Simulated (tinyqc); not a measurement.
Short-period [001] superlattice in sp3s* tight binding: one step. Levels of the small cell. Three cases, with inputs chosen for the exercise.

Problem. Diagonalise (s, pz, s* block of a cell with n = 2, m = 1; px and py are apart). The lowest 6 levels are filled. Give the share of the cation weight of the lowest empty level that lies on the A cations, c1 and c2.

Case 1.

H (eV), lower triangle:
```
          sa1       za1       *a1       sc1       zc1      *c1       sa2       za2      *a2       sc2       zc2
sa1  -8.49793
za1         0   0.83907
*a1         0         0   8.20957
sc1  -2.68200  -2.78500         0  -1.48484
zc1   1.11550   0.93800   1.72850         0   4.04916
*c1         0  -2.24100         0         0         0  7.07416
sa2         0         0         0  -2.68200  -1.11550        0  -8.55484
za2         0         0         0   2.78500   0.93800  2.24100         0   0.86916
*a2         0         0         0         0  -1.72850        0         0         0  8.24016
sc2         0         0         0         0         0        0  -2.68200  -2.78500        0  -1.48484
zc2         0         0         0         0         0        0   1.11550   0.93800  1.72850         0   4.04916
*c2         0         0         0         0         0        0         0  -2.24100        0         0         0
sa3         0         0         0         0         0        0         0         0        0  -2.68200  -1.11550
za3         0         0         0         0         0        0         0         0        0   2.78500   0.93800
*a3         0         0         0         0         0        0         0         0        0         0  -1.72850
sc3  -3.73050   3.16750         0         0         0        0         0         0        0         0         0
zc3  -2.14200   1.07900  -2.33150         0         0        0         0         0        0         0         0
*c3         0   2.54350         0         0         0        0         0         0        0         0         0

         *c2       sa3       za3      *a3       sc3      zc3      *c3
*c2  7.07416
sa3        0  -8.49793
za3  2.24100         0   0.83907
*a3        0         0         0  8.20957
sc3        0  -3.73050  -3.16750        0  -2.51703
zc3        0   2.14200   1.07900  2.33150         0  3.80497
*c3        0         0  -2.54350        0         0        0  6.87597
```

Case 2.

H (eV), lower triangle:
```
          sa1       za1       *a1       sc1       zc1      *c1       sa2       za2      *a2       sc2       zc2
sa1  -9.08630
za1         0   0.85070
*a1         0         0   7.88020
sc1  -2.80650  -2.72400         0  -2.72407
zc1   1.51450   0.91800   1.68850         0   3.72093
*c1         0  -1.96000         0         0         0  6.72893
sa2         0         0         0  -2.80650  -1.51450        0  -9.56807
za2         0         0         0   2.72400   0.91800  1.96000         0   0.90593
*a2         0         0         0         0  -1.68850        0         0         0  7.42793
sc2         0         0         0         0         0        0  -2.80650  -2.72400        0  -2.72407
zc2         0         0         0         0         0        0   1.51450   0.91800  1.68850         0   3.72093
*c2         0         0         0         0         0        0         0  -1.96000        0         0         0
sa3         0         0         0         0         0        0         0         0        0  -2.80650  -1.51450
za3         0         0         0         0         0        0         0         0        0   2.72400   0.91800
*a3         0         0         0         0         0        0         0         0        0         0  -1.68850
sc3  -3.23000   2.88900         0         0         0        0         0         0        0         0         0
zc3  -2.23800   0.98000  -2.41950         0         0        0         0         0        0         0         0
*c3         0   2.40250         0         0         0        0         0         0        0         0         0

         *c2       sa3       za3      *a3       sc3      zc3      *c3
*c2  6.72893
sa3        0  -9.08630
za3  1.96000         0   0.85070
*a3        0         0         0  7.88020
sc3        0  -3.23000  -2.88900        0  -2.89352
zc3        0   2.23800   0.98000  2.41950         0  3.42448
*c3        0         0  -2.40250        0         0        0  6.51148
```

Case 3.

H (eV), lower triangle:
```
          sa1       za1       *a1       sc1       zc1      *c1       sa2       za2      *a2       sc2       zc2
sa1  -9.05823
za1         0   0.84777
*a1         0         0   7.86977
sc1  -2.79900  -2.72600         0  -2.73010
zc1   1.51350   0.91950   1.68450         0   3.72090
*c1         0  -1.96000         0         0         0  6.74390
sa2         0         0         0  -2.79900  -1.51350        0  -9.51310
za2         0         0         0   2.72600   0.91950  1.96000         0   0.90890
*a2         0         0         0         0  -1.68450        0         0         0  7.39690
sc2         0         0         0         0         0        0  -2.79900  -2.72600        0  -2.73010
zc2         0         0         0         0         0        0   1.51350   0.91950  1.68450         0   3.72090
*c2         0         0         0         0         0        0         0  -1.96000        0         0         0
sa3         0         0         0         0         0        0         0         0        0  -2.79900  -1.51350
za3         0         0         0         0         0        0         0         0        0   2.72600   0.91950
*a3         0         0         0         0         0        0         0         0        0         0  -1.68450
sc3  -3.21900   2.88800         0         0         0        0         0         0        0         0         0
zc3  -2.24200   0.97950  -2.41650         0         0        0         0         0        0         0         0
*c3         0   2.41050         0         0         0        0         0         0        0         0         0

         *c2       sa3       za3      *a3       sc3      zc3      *c3
*c2  6.74390
sa3        0  -9.05823
za3  1.96000         0   0.84777
*a3        0         0         0  7.86977
sc3        0  -3.21900  -2.88800        0  -2.91535
zc3        0   2.24200   0.97950  2.41650         0  3.40665
*c3        0         0  -2.41050        0         0        0  6.46665
```

Give: levels; share on A cations.

Solution.

Case 1.

levels (eV): -12.484  -10.381  -10.293  -5.325  -5.253  -0.095  1.697  2.543  2.809  3.056  3.078  4.937  7.017  8.220  9.415  9.600  10.001  10.554

share on A cations = 0.817

The lowest empty level is number 7, at 1.697 eV.

Case 2.

levels (eV): -12.761  -11.316  -11.121  -5.685  -5.617  -0.087  0.692  2.228  2.460  2.697  2.708  4.584  6.673  7.709  8.706  8.983  9.397  10.300

share on A cations = 0.737

The lowest empty level is number 7, at 0.692 eV.

Case 3.

levels (eV): -12.722  -11.274  -11.098  -5.694  -5.623  -0.090  0.679  2.225  2.438  2.694  2.712  4.582  6.672  7.690  8.717  8.967  9.379  10.284

share on A cations = 0.736

The lowest empty level is number 7, at 0.679 eV.

Computed by tinyqc, one run a case: `OMP_NUM_THREADS=1 python tinyqc.py N N+1 out.jsonl` with N = 1450995, 1451308, 1451588; one thread of a shared Intel(R) Xeon(R) Processor @ 2.30GHz, about 0.5 s a run at most.
